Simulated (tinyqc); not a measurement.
From results back to parameters: shallow acceptor in the spherical four-band model. Three cases, with inputs chosen for the exercise.

Problem. The binding energy of the ground state was computed from a hidden mu.

The ground state 1S3/2 has an L = 0 part f(r) and an L = 2 part g(r). In units of Ry* and a*, with Gaussians f_i = exp(-a_i r^2), g_i = r^2 exp(-a_i r^2), A = a_i + a_j and I(n) = Gamma((n + 1)/2)/(2 A^((n + 1)/2)): S_ff = I(2), S_gg = I(6), H_ff = (6 a_i a_j/A) I(2) - 2 I(1), H_gg = (14 a_i a_j/A) I(6) - 2 I(5), H_fg = -mu [15 I(2) - 20 a_j I(4) + 4 a_j^2 I(6)]; each function is then normalised. The split-off band is left out.

Converged values use 22 exponents 2.2^i, i = -7 to 14, for f and for g.

Case 1.

Ry* = 11.931 meV
binding energy = 24.948 meV

Case 2.

Ry* = 22.777 meV
binding energy = 28.532 meV

Case 3.

Ry* = 3.795 meV
binding energy = 8.417 meV

Find: binding in Ry*; mu; heavy/light mass ratio (1 + mu)/(1 - mu).

Solution. The binding in Ry* rises steadily with mu, so bisection finds one value.

Case 1.

binding in Ry* = 2.091
mu = 0.742
heavy/light mass ratio (1 + mu)/(1 - mu) = 6.8

Case 2.

binding in Ry* = 1.253
mu = 0.469
heavy/light mass ratio (1 + mu)/(1 - mu) = 2.8

Case 3.

binding in Ry* = 2.218
mu = 0.760
heavy/light mass ratio (1 + mu)/(1 - mu) = 7.3

Computed by tinyqc, one run a case: `OMP_NUM_THREADS=1 python tinyqc.py N N+1 out.jsonl` with N = 1251141, 1251204, 1251299; one thread of a shared Intel(R) Xeon(R) Processor @ 2.30GHz, about 1 s a run at most.
